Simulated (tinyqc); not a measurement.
Configuration-coordinate model of carrier capture at a defect: sweeps and comparisons. A value that a table varies takes the place of the one given here.

Two parabolas of equal curvature k in one coordinate Q: with the carrier free at the band edge, U_f = k Q^2/2; with the carrier trapped, U_t = k (Q - dQ)^2/2 - ET. ER = k dQ^2/2, Huang-Rhys factor S = ER/hw, hw = 0.0646541 sqrt(k/M) eV for k in eV/angstrom^2 and M in u. The curves cross at a height Eb = (ER - ET)^2/(4 ER) above the free minimum.

Multiphonon factor for giving p = ET/hw phonons to the lattice: W = exp(-S (2 nb + 1)) ((nb + 1)/nb)^(p/2) I_p(x), nb = 1/(exp(hw/kT) - 1), x = 2 S sqrt(nb (nb + 1)), I_p the modified Bessel function. Classical limit: W = hw exp(-Eb/kT)/sqrt(4 pi ER kT). At T = 0: exp(-S) S^p/Gamma(p + 1).

Constants: kB = 8.617333262e-05 eV/K.

Inputs chosen for the exercise (of the size met at a deep level in Si; not measured data):
- ET = 0.24 eV (thermal depth of the level below the band edge)
- ER = 0.21 eV (relaxation energy)
- hw = 0.04 eV (phonon energy of the mode)
- T = 150 K (temperature)

## Capture against temperature

The local activation energy is -d ln W/d(1/kT), by central differences with T changed by 1 %.

Against T:
```
T (K)  kT/hw  log10 W  log10 W, classical  activation energy (eV)
40     0.086   -0.816              -0.512                  0.0000
60     0.129   -0.817              -0.555                  0.0000
80     0.172   -0.817              -0.595                 -0.0001
120    0.259   -0.822              -0.661                 -0.0005
160    0.345   -0.831              -0.712                 -0.0014
220    0.474   -0.850              -0.772                 -0.0034
300    0.646   -0.880              -0.833                 -0.0070
400    0.862   -0.919              -0.891                 -0.0118
550    1.185   -0.971              -0.956                 -0.0192
```

log10 W at T = 0 = -0.816
Eb = 0.0011 eV

What does this show?

At 40 K log10 W is -0.82, against -0.82 at T = 0 and -0.5 classically; at 550 K the two forms differ by -0.01. The activation energy read from an Arrhenius plot goes from 0.000 eV at 40 K to -0.019 at 550 K, with its largest value 0.000 at 40 K, against Eb = 0.001 eV; the classical form itself gives Eb - kT/2. With so low a barrier the slope says little about it.

## Capture against depth of the level

ET is varied at fixed ER, hw and T, as by moving the band edge with alloying or pressure.

Against ET:
```
ET/ER  ET (eV)  Eb (eV)  log10 W  log10 W, classical
0.10     0.021   0.0425   -1.718              -2.093
0.25     0.052   0.0295   -1.357              -1.657
0.50     0.105   0.0131   -0.978              -1.105
0.75     0.158   0.0033   -0.803              -0.775
1.00     0.210   0.0000   -0.783              -0.664
1.25     0.263   0.0033   -0.885              -0.775
1.50     0.315   0.0131   -1.090              -1.105
2.00     0.420   0.0525   -1.747              -2.428
3.00     0.630   0.2100   -3.818              -7.720
```

What does this show?

Capture is fastest at ET/ER = 1 among these rows, where the barrier vanishes or nearly so. The classical form is symmetric about ET = ER; the quantum one gives -0.98 at 0.5 and -1.09 at 1.5, against -1.11 for both. At ET = 3 ER it lies 3.9 decades above the classical value: deep levels capture by emitting many phonons, and the rate falls with depth by 9.9 decades per eV between the last two rows. Rows deeper than the gap of the host are formal.

## Phonon side bands at T = 0

Weights exp(-S) S^j/j! of the line with j phonons, S = ER/hw; absorption at ET + j hw, emission at ET - j hw (a dash if negative).

Lines:
```
j    weight  absorption (eV)  emission (eV)
0   0.00525            0.240          0.240
1   0.02755            0.280          0.200
2   0.07232            0.320          0.160
3   0.12656            0.360          0.120
4   0.16610            0.400          0.080
5   0.17441            0.440          0.040
6   0.15261            0.480              -
7   0.11446            0.520              -
8   0.07511            0.560              -
9   0.04382            0.600              -
10  0.02300            0.640              -
11  0.01098            0.680              -
12  0.00480            0.720              -
13  0.00194            0.760              -
```

How do the results move?

The zero-phonon line holds 0.525 % of the band and the largest weight falls on j = 5, next to S = 5.25; the lines listed add to 0.9989.

## What each parameter does

Eb, log10 W and the full width 2.35482 sqrt(ER hw coth(hw/2kT)). Each row changes one parameter from the base and keeps the others.

Results:
```
case           Eb (eV)  log10 W  full width (eV)
base            0.0011   -0.828           0.2258
ET = 0.28 eV    0.0058   -0.943           0.2258
ER = 0.26 eV    0.0004   -0.822           0.2513
hw = 0.048 eV   0.0011   -0.780           0.2423
T = 180 K       0.0011   -0.836           0.2329
```

What can be read from the table?

The largest shifts from the base row, up to three for each result and ties (the steps differ in size, so this ranks the rows, not the parameters). Eb (eV): ET +0.0048, ER -0.0007; unchanged at the printed digits by hw and T. log10 W: ET -0.115, hw +0.048, T -0.008. full width (eV): ER +0.0255, hw +0.0164, T +0.0070; unchanged at the printed digits by ET.

tinyqc: `OMP_NUM_THREADS=1 python tinyqc.py 1482682 1482683 out.jsonl`; about 0.01 s, one thread, shared Intel(R) Xeon(R) Processor @ 2.30GHz.
